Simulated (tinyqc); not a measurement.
# Changing the temperature T

Model: band-to-band tunnelling and avalanche in a reverse-biased abrupt junction. Computed by tinyqc, a small Python program. Command: `OMP_NUM_THREADS=1 python tinyqc.py 3006303 3006304 out.jsonl zener sweep`. One thread of a shared host (Intel(R) Xeon(R) Processor @ 2.30GHz), about 0.03 s of CPU time with the checks.

Direct Kane tunnelling in the local field (for indirect gaps the mass is an effective fit) and one ionisation coefficient for both carriers. N is the doping of the light side, or N_A N_D/(N_A + N_D) for the symmetric junction; the built-in voltage is taken as E_g/e.

Inputs (values chosen for the exercise, modelled on germanium): band gap at 300 K, E_g = 0.659 eV; gap narrowing with temperature, -dE_g/dT = 0.41 meV/K; reduced tunnelling mass m_r = 0.035 m_0; permittivity eps = 16; ionisation prefactor a = 1.2e+07 1/cm; ionisation field at 300 K, b = 1.39e+06 V/cm; relative rise of b with temperature = 8.1 1e-4/K; effective doping N = 2e+17 1/cm^3; reverse bias V_R = 0.79 V; current density that defines tunnel breakdown, J_0 = 0.1 A/cm^2.

Junction: one-sided.

Constants: eps_0 = 8.8541878128e-12 F/m; e = 1.602176634e-19 C; m_0 = 9.1093837015e-31 kg; hbar = 1.054571817e-34 J s.

Method:
- E_g(T) = E_g - (T - 300 K)(-dE_g/dT); b(T) = b [1 + (rise)(T - 300 K)]; w = sqrt(2 eps eps_0 (V_R + E_g/e)/(e N)); F_m = 2 (V_R + E_g/e)/w; the field falls linearly from F_m to 0 across w.
- Kane: G(F) = A F^2 exp(-B/F), A = e^2 sqrt(m_r)/(18 pi hbar^2 sqrt(E_g)), B = pi sqrt(m_r) E_g^(3/2)/(2 e hbar), SI units; J = e int G dx x V_R/(V_R + E_g/e), the last factor making J vanish at zero bias; int G dx = (w/F_m) int_0^F_m G dF by 64 Gauss-Legendre points.
- Avalanche: I = (w/F_m) int_0^F_m a exp(-b/F) dF by 64 Gauss-Legendre points, M = 1/(1 - I), breakdown at I = 1.
- V_Z solves J = J_0 and V_A solves I = 1; the lower one is the breakdown voltage; temperature coefficients by a central difference of +/- 10 K.

One run for each value:
```
temperature T (K)  tunnel current density (A/cm^2)  tunnel breakdown V_Z (V)  avalanche breakdown V_A (V)
150                                      0.0000075                    2.4392                       1.8979
200                                      0.0000191                    2.2335                       2.1168
250                                      0.0000483                    2.0384                       2.3415
300                                      0.0001217                    1.8537                       2.5719
350                                      0.0003057                    1.6791                       2.8080
400                                      0.0007653                    1.5145                       3.0496
450                                      0.0019086                    1.3596                       3.2969
```

Over the rows, tunnel current density (A/cm^2) rises from 7.52e-6 to 0.00191 (exponent d ln y / d ln x 3.2 between the first rows and 7.8 between the last); tunnel breakdown V_Z (V) falls from 2.44 to 1.36 (exponent d ln y / d ln x -0.31 between the first rows and -0.92 between the last); avalanche breakdown V_A (V) rises from 1.90 to 3.30 (exponent d ln y / d ln x 0.38 between the first rows and 0.66 between the last). J changes by a factor 254 over 300 K, only through E_g; a current activated by half the gap at 300 K would change by about 1e7.

Caution (rows 150, 200, 250, 300, 350, 400): V_A is below about 5 E_g/e, where the local law understates it, since it ignores the distance a carrier needs to reach the ionisation energy.
